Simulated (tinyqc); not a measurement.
Reverse leakage of an n+-p junction: diffusion, generation, trap-assisted and band-to-band tunnelling: leakage components against the reverse bias.

One-sided abrupt junction in the depletion approximation, x from the junction (0) to W on the p side, field F = F0 (1 - x/W). Flat quasi-Fermi levels, long p side. Traps generate through SRH with both lifetimes shortened by 1 + Gamma (Hurkx enhancement, form for moderate fields); band-to-band generation is local and needs a total bending above Eg.

ni = sqrt(Nc Nv) exp(-Eg/(2 Vt)), Eg in volts; Vbi = Vt ln(Na Nd/ni^2); W = sqrt(2 eps0 eps_r (Vbi + VR)/(q Na)); F0 = 2 (Vbi + VR)/W; FG = sqrt(24 mt m0 (kB T)^3)/(q hbar); J_diff = q ni^2 sqrt(Dn/tau)(1 - exp(-VR/Vt))/Na. u = (Vbi + VR)(1 - x/W)^2, p = Na exp(-u/Vt), n = Nd exp((u - Vbi - VR)/Vt); G0 = ni^2 (1 - exp(-VR/Vt))/(tau (n + p + 2 ni cosh(Et/Vt))); Gamma = 2 sqrt(3 pi)(F/FG) exp((F/FG)^2); trap-assisted part G0 Gamma; G_bb = Ab F^2.5 exp(-Bb/F) with F in V/cm, zero unless Vbi + VR > Eg. Currents are q times the integrals over 0 to W; J_bb under 1e-8 of J is printed as 0; rows with F0/FG above 2.2, beyond the range of this Gamma, are left out.

Values chosen for this exercise; band and dielectric values close to those of silicon: temperature T = 350 K; band gap Eg = 1.11 eV; relative permittivity eps_r = 11.9; conduction-band density of states at T Nc = 3.45e19 cm^-3; valence-band density of states at T Nv = 3.39e19 cm^-3; acceptor density of the lighter side Na = 1.7e17 cm^-3; donor density of the heavier side Nd = 1e20 cm^-3; SRH lifetime of both carriers at zero field tau = 4e-7 s; trap level above the intrinsic level Et = -0.14 eV; tunnelling mass mt = 0.27 m0; electron diffusion coefficient on the lighter side Dn = 6.5 cm^2/s; band-to-band prefactor Ab = 4.3e14 cm^-0.5 V^-2.5 s^-1; band-to-band field constant Bb = 1.91e7 V/cm.

Constants: q = 1.602176634e-19 C, kB = 1.380649e-23 J/K, hbar = 1.054571817e-34 J s, m0 = 9.1093837015e-31 kg, Vt = kB T/q, eps0 = 8.8541878128e-14 F/cm where lengths are in cm. Results are converted to the units shown.

The same in every row: J_bb (A/cm^2) = 0.

Results:
```
VR (V)  F0 (kV/cm)  F0/FG  J_diff (A/cm^2)  J_SRH (A/cm^2)  J_TAT (A/cm^2)  J (A/cm^2)              largest part
0.2            247  0.512         4.61e-10         4.20e-9         9.16e-9     1.38e-8  trap-assisted tunnelling
0.5            277  0.573         4.62e-10         6.10e-9         1.54e-8     2.20e-8  trap-assisted tunnelling
0.8            304  0.628         4.62e-10         7.74e-9         2.21e-8     3.03e-8  trap-assisted tunnelling
1.1            328  0.679         4.62e-10         9.20e-9         2.92e-8     3.89e-8  trap-assisted tunnelling
1.7            372  0.771         4.62e-10         1.18e-8         4.50e-8     5.72e-8  trap-assisted tunnelling
2              393  0.813         4.62e-10         1.29e-8         5.37e-8     6.71e-8  trap-assisted tunnelling
2.3            412  0.853         4.62e-10         1.40e-8         6.30e-8     7.75e-8  trap-assisted tunnelling
2.6            430  0.891         4.62e-10         1.50e-8         7.30e-8     8.85e-8  trap-assisted tunnelling
```

Estimate the missing row, VR = 1.4 V.

Computed row:
```
VR (V)  F0 (kV/cm)  F0/FG  J_diff (A/cm^2)  J_SRH (A/cm^2)  J_TAT (A/cm^2)  J (A/cm^2)              largest part
1.4            351  0.727         4.62e-10         1.05e-8         3.69e-8     4.78e-8  trap-assisted tunnelling
```

With this row back in the table: J rises from 1.38e-8 to 8.85e-8 A/cm^2. Trap-assisted tunnelling leads at VR = 0.2 and in all other rows. The ratio J_TAT/J_SRH goes from 2.18 to 4.86 as F0/FG goes from 0.512 to 0.891.

Range of the model: The n+ side is degenerate, so Vbi from Boltzmann statistics is only a guide.

Computed by the program tinyqc: `OMP_NUM_THREADS=1 python tinyqc.py 2290072 2290073 out.jsonl`, one thread of a shared Intel Xeon 2.30GHz, about 0.01 s for the whole run.
